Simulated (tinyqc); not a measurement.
Matthiessen's rule against the full average: mobility of a non-polar semiconductor in the relaxation-time approximation. Computed by tinyqc, a small Python program. Command: `OMP_NUM_THREADS=1 python tinyqc.py 3003218 3003219 out.jsonl rta walk`. One thread of a shared host (Intel(R) Xeon(R) Processor @ 2.30GHz), about 0.01 s of CPU time with the checks.

Each valley is treated as a sphere of mass m_d for states and rates, with one isotropic relaxation time; the conductivity mass m_c sets the current.

Inputs (values chosen for the exercise, modelled on electrons in silicon): longitudinal mass m_l = 0.913 m_0; transverse mass m_t = 0.187 m_0; equivalent valleys Z = 6; non-parabolicity alpha = 0.46 1/eV; static permittivity eps_s = 11.7; density rho = 2329 kg/m^3; sound velocity v_l = 8880 m/s; acoustic deformation potential D_A = 9.7 eV; phonon energy hbar w = 57.3 meV; optical or intervalley deformation potential D_o = 4.5 1e8 eV/cm; final valleys Z_f = 5; carrier density n = 6.2e+14 1/cm^3; compensation ratio C = 0; temperature T = 77 K; neutral impurity density N_n = 2.8e+15 1/cm^3.

Band: Kane. Impurity formula: Conwell-Weisskopf. Further scattering: neutral impurities.

Constants: k_B = 8.617333262e-05 eV/K; m_0 = 9.1093837015e-31 kg; e = 1.602176634e-19 C; hbar = 1.054571817e-34 J s; eps_0 = 8.8541878128e-12 F/m; k_B = 1.380649e-23 J/K; hbar = 6.582119569e-16 eV s.

Method:
- m_d = (m_l m_t^2)^(1/3); 1/m_c = (1/m_l + 2/m_t)/3; Hall mass factor A = 3 K_m (K_m + 2)/(2 K_m + 1)^2, K_m = m_l/m_t; N_I = n (1 + C)/(1 - C).
- Kane band: hbar^2 k^2/(2 m) = E (1 + alpha E), speed v = hbar k/(m (1 + 2 alpha E)), states per spin, volume and energy g(E) = m k (1 + 2 alpha E)/(2 pi^2 hbar^2); overlap factors are set to 1. Here m = m_d. Masses are multiplied by m_0 and all formulas are in SI units.
- The reduced Fermi level eta = E_F/(k_B T) solves n = 2 Z int g f dE with f = 1/(1 + exp(x - eta)) (Z = 1 unless valleys are given); screening length L_s = sqrt(eps_s eps_0 k_B T/(e^2 dn/deta)), dn/deta = 2 Z int g f (1 - f) dE.
- Integrals over x = E/(k_B T) use 160 Gauss-Legendre points in u = sqrt(x) from 0 to sqrt(max(eta, 0) + 32).
- Phonon occupation N_q = 1/(exp(hbar w/(k_B T)) - 1).
- Acoustic deformation potential (elastic, equipartition, absorption and emission together): 1/tau = 2 pi k_B T D_A^2 g(E)/(hbar rho v_l^2).
- Optical or intervalley deformation potential: 1/tau = (pi Z_f D_o^2/(rho w)) [N_q g(E + hbar w) + (N_q + 1) g(E - hbar w)], with g = 0 below the band edge.
- Each optical term is multiplied by (1 - f(E'))/(1 - f(E)), E' the final energy, for Pauli blocking.
- Singly charged impurities, momentum relaxation: 1/tau = N_I e^4 m (1 + 2 alpha E) Phi/(8 pi (eps_s eps_0)^2 hbar^3 k^3), with alpha = 0 for a parabolic band.
- Conwell-Weisskopf: Phi = ln(1 + y^2), y = 4 pi eps_s eps_0 E N_I^(-1/3)/e^2 (largest impact parameter N_I^(-1/3)/2).
- Neutral impurities (Erginsoy): 1/tau = 20 N_n a_B hbar/m, a_B = 4 pi eps_s eps_0 hbar^2/(m e^2).
- mu = (m_d/m_c) (2 Z e/(3 n k_B T)) int g v^2 tau f (1 - f) dE.
- Averages over x are split at the emission threshold x_0 = hbar w/(k_B T): 64 Gauss-Legendre points in sqrt(x) below it and 128 in sqrt(x - x_0) above it, up to x = max(eta, 0) + 32.
- Rates are added at each energy before the average. With <y> = int g v^2 y f (1 - f) dE: Hall factor r_H = A (3 n k_B T/(2 Z m_d)) <tau^2/(1 + 2 alpha E)>/<tau>^2 (alpha = 0 for a parabolic band); Hall mobility r_H mu; |S| = (k_B/e) (<x tau>/<tau> - eta); resistivity 1/(n e mu).
- Matthiessen's rule adds 1/mu of the separate processes.

acoustic mobility = 19588.1 cm^2/(V s)

optical mobility = 8.52616e+06 cm^2/(V s)

ionised impurity mobility = 177479 cm^2/(V s)

neutral impurity mobility = 170714 cm^2/(V s)

drift mobility mu = 13976.0 cm^2/(V s)

Separate mobilities:
```
process           mu (cm^2/(V s))  share of the sum of 1/mu (%)
acoustic               1.9588e+04                    8.1473e+01
optical                8.5262e+06                    1.8718e-01
ionised impurity       1.7748e+05                    8.9920e+00
neutral impurity       1.7071e+05                    9.3483e+00
```

mobility by Matthiessen's rule = 15959 cm^2/(V s)

excess of Matthiessen's rule over the full mu = 14.188 %

The rule gives 15960 against the full 13980, 14.2 % too high; it can only overestimate, since each separate average is carried by the energies where that process is weak. The largest shares are acoustic (81 %) and neutral impurity (9 %). Caution: Erginsoy's formula holds for k a_B below about 0.5 and for dopants that stay neutral, which means low temperature; elsewhere it is only a rough constant rate. Caution: n is taken as given; at low temperature (in diamond even at 300 K) real dopants can freeze out, which changes n and N_I.

Extremes, crossings and ranges named in words are read from the listed rows.
